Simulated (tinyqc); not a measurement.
Inside a calculation. Method: plane-wave Kohn-Sham cycle with exchange-only LDA in a layered model solid. One step of it, computed by the program tinyqc.

Question. Iteration 1: Hamiltonian at one k. H(m,m') = (k + G_m)^2/2 delta + V(G_m - G_m'), with V(-G) = V(G).

A solid whose potential varies along x alone (atomic units):
```
parameter                      value
period a                   10.900000
cross-section of the cell  31.000000
electrons per cell                 2
grid points                       16
plane waves -n..n, n               3
k points                           2
V1 in V1 cos(2 pi x/a)     -0.430000
```

V(G_m), m = 0, 1, 2, ... (hartree): -0.178130  -0.215000  0.000000  0.000000  0.000000  0.000000  0.000000

k = 0.250000 2 pi / a

Give: H.

Answer.

H (hartree):
```
        -3      -2      -1      +0      +1      +2      +3
-3   1.078  -0.215   0.000   0.000   0.000   0.000   0.000
-2  -0.215   0.331  -0.215   0.000   0.000   0.000   0.000
-1   0.000  -0.215  -0.085  -0.215   0.000   0.000   0.000
+0   0.000   0.000  -0.215  -0.168  -0.215   0.000   0.000
+1   0.000   0.000   0.000  -0.215   0.081  -0.215   0.000
+2   0.000   0.000   0.000   0.000  -0.215   0.663  -0.215
+3   0.000   0.000   0.000   0.000   0.000  -0.215   1.577
```
